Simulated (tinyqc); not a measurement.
Depth of the donor: donor near an oxide interface in a gate field (two-state model).

Interface at z = 0 (hard wall), donor at z = d, field F pulling electrons to the interface: potential e F z; 1 kV/cm = 1e-5 eV/angstrom, c = hbar^2/2m0, q = e^2/(4 pi eps0), Q = (eps - eo)/(eps + eo). Donor state: E_D = e F d - ED - q Q/(4 eps d), the last term joining the images of ion and electron. Interface state: z exp(-b z/2) exp(-rho^2/(2 L^2)) with E_z = c b^2/(4 mz) + 3 e F/b + q Q b/(8 eps), minimised over b; in the plane at z = 3/b the ion (distance D = d - 3/b) and its image (D' = d + 3/b) give E_rho = c/(mt L^2) - (q/eps)(sqrt(pi)/L)[erfcx(D/L) + Q erfcx(D'/L)], erfcx(x) = exp(x^2) erfc(x), minimised over L. E_I = E_z + E_rho.

The two states couple by t = t0 exp(-D/aD) with t0 = q/(eps aD) (2 aD/L) sqrt(aD b/2) v, v a valley factor; this form is an estimate. With detuning u = E_D - E_I the splitting is sqrt(u^2 + 4 t^2) and the lower state has weight (1 - u/sqrt(u^2 + 4 t^2))/2 on the donor.

Constants: hbar^2/2m0 = 3.80998211 eV angstrom^2; e^2/(4 pi eps0) = 14.39964547 eV angstrom.

Values chosen for the exercise (near those of a donor in Si below Si3N4, static dielectric constants; not measured data): ED = 43.5 meV (bulk binding energy); mz = 0.901 m0 (mass across the interface); mt = 0.188 m0 (mass in the plane); eps = 11.5 (dielectric constant of the semiconductor); eo = 7.5 (dielectric constant of the oxide); aD = 20.8 angstrom (donor radius); v = 0.42 (valley factor); dl = (65, 90, 120, 155, 200, 250) angstrom (depths).

Critical field, and the coupling, E_rho and L at that field.

Results:

| d (angstrom) | critical field (kV/cm) | e F d/ED | t (meV) | E_rho (meV) | L (angstrom) |
|---|---|---|---|---|---|
| 65 | 115.9 | 1.731 | 2.9 | -17.19 | 61 |
| 90 | 75.3 | 1.558 | 0.80 | -12.89 | 77 |
| 120 | 52.6 | 1.451 | 0.18 | -9.94 | 94 |
| 155 | 38.7 | 1.378 | 0.031 | -7.87 | 113 |
| 250 | 22.2 | 1.277 | 0.00031 | -5.06 | 160 |

Give the missing row, d (angstrom) = 200.

Computed row:
```
d (angstrom)  critical field (kV/cm)  e F d/ED  t (meV)  E_rho (meV)  L (angstrom)
200                             28.7     1.319   0.0035        -6.22           136
```

The critical field falls from 116 to 22 kV/cm, with exponent -1.23 in d, while t drops by a factor 9.4e+03, about e for each 21 angstrom at the end (aD = 20.8). One lattice plane (1.36 angstrom) of misplacement changes t by 6 % and the critical field by about 1.4 % at 120 angstrom.

Run: tinyqc, `OMP_NUM_THREADS=1 python tinyqc.py 1282118 1282119 out.jsonl`; Intel(R) Xeon(R) Processor @ 2.30GHz, one thread, shared host; about 0.05 s of CPU time with all checks.
